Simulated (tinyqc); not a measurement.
Oscillation of the Fermi level: Landau levels of massless Dirac electrons.

E_N = sqrt(2N) hv/l for N = 0, 1, 2, ... and the mirror levels below zero; each is fourfold (spin, valley), Zeeman splitting left out; half of level 0 belongs to the electrons.

In a field B along z: l = 1/sqrt((e/hbar) B) is the magnetic length, n_B = B/(h/e) the number of states per area in one level, hbar wc = 2 muB B/m for mass m in m0; 1/angstrom^2 = 1e16/cm^2.

Level 0 takes 2 n_B electrons and each higher level 4 n_B. At zero temperature and without broadening EF sits in the partly filled level.

Constants: e/hbar = 1.519267448e-05 1/(T angstrom^2); h/e = 413566.7697 T angstrom^2; muB = 5.788381798e-05 eV/T.

Parameters, chosen for this exercise (out of a larger set: near those of graphene; not measured data): hv = 7.18 eV angstrom (hbar v); n = 8.3 x 1e11/cm^2 (electron sheet density); Bo = (1.58, 1.79, 2.06, 2.42, 2.95, 3.76, 5.18, 8.35, 21.5) T (fields).

Fixed density, zero temperature, no broadening. At B = 0, EF = hv sqrt(pi n).

Filling:
```
B (T),nu,partly filled level,EF (meV),filled share
1.58,21.73,5,111.24,0.93
1.79,19.18,5,118.40,0.29
2.06,16.66,4,113.61,0.67
2.42,14.18,4,123.14,0.05
2.95,11.64,3,117.74,0.41
3.76,9.13,2,108.53,0.78
5.18,6.63,2,127.39,0.16
8.35,4.11,1,114.37,0.53
21.5,1.60,0,0.00,0.80
```

EF at B = 0 = 115.94 meV

What can be read from this table?

EF runs between 0.0 and 127.4 meV around its zero-field value of 115.9 meV. It follows a level while that level empties and falls to the next one down when nu passes a filled shell; the partly filled level changes 5 times in this table.

(tinyqc, `OMP_NUM_THREADS=1 python tinyqc.py 1252335 1252336 out.jsonl`, Intel(R) Xeon(R) Processor @ 2.30GHz, 1 thread, shared host, about 0.01 s.)
